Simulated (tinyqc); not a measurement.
Piezoresistors in the (001) plane of a cubic crystal: one step of the calculation.

Plane stress in crystal axes x = [100], y = [010]. First-order piezoresistance: d rho_xx/rho = p11 sxx + p12 syy, d rho_yy/rho = p12 sxx + p11 syy, d rho_xy/rho = p44 sxy; a resistor along d = (cos th, sin th) changes by dR/R = d.(d rho/rho).d. Changes of geometry and second-order terms are left out.

Question. Longitudinal and transverse coefficients. For uniaxial stress along or across the current: pL = p11 - (A/2) sin^2(2 th), pT = p12 + (A/2) sin^2(2 th), A = p11 - p12 - p44. Gauge factor along [110]: E (p11 + p12 + p44)/2.

Values chosen for this exercise; coefficients close to those of lightly doped n-type silicon: piezoresistive coefficient p11 = -108 x 1e-11/Pa; piezoresistive coefficient p12 = 52.8 x 1e-11/Pa; piezoresistive coefficient p44 = -13 x 1e-11/Pa; angle of the current from [100] th = 45 deg; Young's modulus along [110] E = 173 GPa.

Wanted: A; pL; pT; gauge factor.

Answer.

A = -147.80 x 1e-11/Pa
pL = -34.100 x 1e-11/Pa
pT = -21.100 x 1e-11/Pa
gauge factor = -58.993

tinyqc, about 0.01 s, one thread, Intel Xeon 2.30GHz (shared host): `OMP_NUM_THREADS=1 python tinyqc.py 2530083 2530084 out.jsonl`
